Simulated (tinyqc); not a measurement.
Inside a calculation. Model: short-channel transistor, virtual-source model with series resistance.

Computed by the program tinyqc: `OMP_NUM_THREADS=1 python tinyqc.py 2380061 2380062 out.jsonl`, one thread of a shared Intel Xeon 2.30GHz, about 0.01 s for the whole run. Printed values are rounded.

The current per gate width is the charge at the top of the source barrier (the virtual source) times its velocity times a saturation function; al and be are fitting constants of the model. Units: I in uA/um, Rs in ohm um, so I Rs = 1e-6 I Rs in volts; Q in uC/cm^2, so I = 1e-4 Q vx0 Fsat with vx0 in cm/s.

Inputs (values chosen for the exercise):
```
symbol,value,unit,meaning
T,250,K,temperature
Cinv,2.92,uF/cm^2,inversion capacitance
vx0,1.01e7,cm/s,velocity at the virtual source
mu,600,cm^2/(V s),apparent mobility
L,90,nm,channel length
VT0,0.43,V,threshold at zero drain voltage
dl,0.078,V/V,drain-induced barrier lowering
n0,1.26,,subthreshold factor
nd,0,1/V,growth of n with drain voltage
al,3.5,,threshold shift (in units of Vt) from weak to strong inversion
be,2,,sharpness of saturation
Rs,150,ohm um,series resistance of each contact
Vgs,0.5,V,gate voltage
Vds,0.7,V,drain voltage
```

Constants: q = 1.602176634e-19 C, kB = 1.380649e-23 J/K, Vt = kB T/q. Results are converted to the units shown.

## Iteration 1: current through the series resistance

I at the start = 0 uA/um

Intrinsic voltages Vg' = Vgs - I Rs, Vd' = Vds - 2 I Rs. n = n0 + nd Vd', VT = VT0 - dl Vd', Ff = 1/(1 + exp((Vg' - VT + al Vt/2)/(al Vt))), Q = Cinv n Vt ln(1 + exp((Vg' - VT + al Vt Ff)/(n Vt))), Vdsat = (vx0 L/mu)(1 - Ff) + Vt Ff, Fsat = u/(1 + u^be)^(1/be) with u = Vd'/Vdsat, and I(out) = Q vx0 Fsat per width. (Fsat takes the sign of u.) I(new) = I(out).

Vg' = 0.5 V
Vd' = 0.7 V
VT = 0.3754 V
Ff = 0.104099
Q = 0.387352 uC/cm^2
Vdsat = 0.137972 V
Fsat = 0.981124
I(out) = 383.841 uA/um
I after iteration 1 = 383.841 uA/um

## Iteration 2: current through the series resistance

As before.

Vg' = 0.442424 V
Vd' = 0.584848 V
VT = 0.384382 V
Ff = 0.219296
Q = 0.222690 uC/cm^2
Vdsat = 0.123001 V
Fsat = 0.978592
I(out) = 220.102 uA/um
I after iteration 2 = 220.102 uA/um

## Course of the iteration: current through the series resistance

Stop when I changes by less than 1e-7 uA/um, or after 80 iterations.

Course of the iteration:

| iteration | I (uA/um) | \|change\| (uA/um) |
|---|---|---|
| 1 | 383.841 | 384 |
| 2 | 220.102 | 164 |
| 3 | 286.923 | 66.8 |
| 4 | 259.007 | 27.9 |
| 5 | 270.569 | 11.6 |
| 6 | 265.762 | 4.81 |
| 7 | 267.758 | 2.00 |
| 8 | 266.929 | 0.829 |
| 9 | 267.273 | 0.344 |
| ... | ... | ... |
| 19 | 267.172 | 5.25e-5 |
| 20 | 267.172 | 2.18e-5 |
| 21 | 267.172 | 9.06e-6 |
| 22 | 267.172 | 3.76e-6 |
| 23 | 267.172 | 1.56e-6 |
| 24 | 267.172 | 6.49e-7 |
| 25 | 267.172 | 2.70e-7 |
| 26 | 267.172 | 1.12e-7 |
| 27 | 267.172 | 4.65e-8 |

Converged in 27 iterations. At the end each change is about 0.42 times the one before, with alternating sign: linear convergence.

## What the series resistance costs

converged I = 267.172 uA/um
I0 = 383.841 uA/um

Intrinsic voltages Vg' = Vgs - I Rs, Vd' = Vds - 2 I Rs. n = n0 + nd Vd', VT = VT0 - dl Vd', Ff = 1/(1 + exp((Vg' - VT + al Vt/2)/(al Vt))), Q = Cinv n Vt ln(1 + exp((Vg' - VT + al Vt Ff)/(n Vt))), Vdsat = (vx0 L/mu)(1 - Ff) + Vt Ff, Fsat = u/(1 + u^be)^(1/be) with u = Vd'/Vdsat, and I = Q vx0 Fsat per width. I0 is the current for Rs = 0. Effective velocity I/Q; transit time L Q/I.

loss against I0 = 30.3951 %
effective velocity = 9.88965e6 cm/s
transit time = 0.910042 ps

The carriers leave the virtual source at 97.9 % of vx0: the device is in saturation.
